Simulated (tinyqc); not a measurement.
Front-illuminated p-i-n photodiode, quantum efficiency and bandwidth: one step of the calculation.

Light enters through a p layer (0 to xp), a depleted layer (xp to xp + wi) and a thick n substrate, decaying as exp(-al x); one pass, no back reflection. Carriers made in the depleted layer are all collected; those in the neutral layers diffuse.

Task. Response at one frequency. Drift response for pairs made in the depleted layer, a = al wi, g = 1 - exp(-a), u = 2 pi i f, te = wi/ve, th = wi/vh: electrons He = [g - a (exp(-a) - exp(-u te))/(u te - a)]/(u te g), holes Hh = [g - a (1 - exp(-a - u th))/(a + u th)]/(u th g); C = eps0 eps_r pi (dia/2)^2/wi + Cp; total |He + Hh|/sqrt(1 + (2 pi f RL C)^2), for the current of the depleted layer alone.

Inputs (values chosen for the exercise); values close to those of germanium at this wavelength:
- al = 6780 1/cm (absorption coefficient)
- eps_r = 15.4 (relative permittivity)
- wi = 2.4 um (thickness of the depleted layer)
- ve = 5.99e6 cm/s (electron drift velocity)
- vh = 4.31e6 cm/s (hole drift velocity)
- dia = 98 um (diameter)
- RL = 50 ohm (load resistance)
- Cp = 30 fF (parasitic capacitance)
- f = 12 GHz (modulation frequency)

Constants: eps0 = 8.8541878128e-14 F/cm where lengths are in cm. Results are converted to the units shown.

Find: te; th; He; Hh; |He + Hh|; C; total response.

Result.

te = 40.07 ps
th = 55.68 ps
He = 0.2157-0.4205i
Hh = 0.1161-0.2128i
|He + Hh| = 0.7150
C = 458.5 fF
total response = 0.3580

The drift response alone falls to 1/sqrt(2) at 12.2 GHz and the RC term alone at 6.94 GHz; together they give 5.84 GHz for this part of the current; the diffusion currents, left out, respond on their own time scales.

Computed by the program tinyqc: `OMP_NUM_THREADS=1 python tinyqc.py 2250131 2250132 out.jsonl`, one thread of a shared Intel Xeon 2.30GHz, about 0.01 s for the whole run.
